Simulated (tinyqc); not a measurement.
Off-state leakage of single and stacked transistors: course of the iteration.

n-channel devices of unit width. Subthreshold current I(Vg, Vs, Vd) = I0 (T/300 K)^0.5 exp[(Vg - Vs - VT(T) - gb (Vs - Vb) + dd (Vd - Vs))/(nf Vt)] (1 - exp(-(Vd - Vs)/Vt)), VT(T) = VT - cT (T - 300 K). Gate-edge tunnelling Ig (Vd/1 V) exp(ag (Vd - 1 V)), for a gate at 0 V, and band-to-band leakage Ab u exp(-Bb/u), u = Vd - Vb + 1 V, flow at a drain held at V; both are taken as independent of T. In a stack of off transistors (all gates at 0 V) the same subthreshold current passes through each.

Start: Vx = dd V/(1 + gb + 2 dd), the solution for Vx well above Vt, rounded to three decimals.

Stack of two, Vx the node between them: I_low = I(0, 0, Vx), I_up = I(0, Vx, V), f = ln(I_up/I_low), f' = -(1 + gb + 2 dd)/(nf Vt) - 1/(Vt (exp(Vx/Vt) - 1)) - 1/(Vt (exp((V - Vx)/Vt) - 1)), Vx(new) = Vx - f/f'.

Stop when the step is below 1e-11 V, or after 40 iterations.

Inputs (values chosen for the exercise); values of the order met in bulk silicon logic transistors:
```
symbol  value   unit                                             meaning
T         300      K                                         temperature
V         1.2      V                                      supply voltage
VT       0.31      V        threshold at 300 K, zero drain and body bias
cT        0.9   mV/K              fall of the threshold with temperature
I0       0.92  uA/um                       current at threshold at 300 K
nf       1.31                                               slope factor
dd       0.14                            drain-induced lowering per volt
gb       0.15         rise of the threshold per volt of source-body bias
Vb          0      V                                        body voltage
```

Constants: q = 1.602176634e-19 C, kB = 1.380649e-23 J/K, Vt = kB T/q. Results are converted to the units shown.

Course of the iteration:
```
iteration  Vx before the step (V)  step (V)
1                           0.117   7.33e-4
2                        0.117733   1.03e-7
3                        0.117733  1.97e-15
```

Did this iteration meet its convergence test, and what does its course show?

Yes. Converged in 3 iterations. The subthreshold current of the stack is 0.1567 nA/um, 88.6 times less than that of one transistor (the drain leakage is unchanged); the estimate exp[dd V (1 + gb + dd)/((1 + gb + 2 dd) nf Vt)] gives 87.8.

Numbers from tinyqc (`OMP_NUM_THREADS=1 python tinyqc.py 2242061 2242062 out.jsonl`; about 0.03 s on one thread of a shared Intel Xeon 2.30GHz).
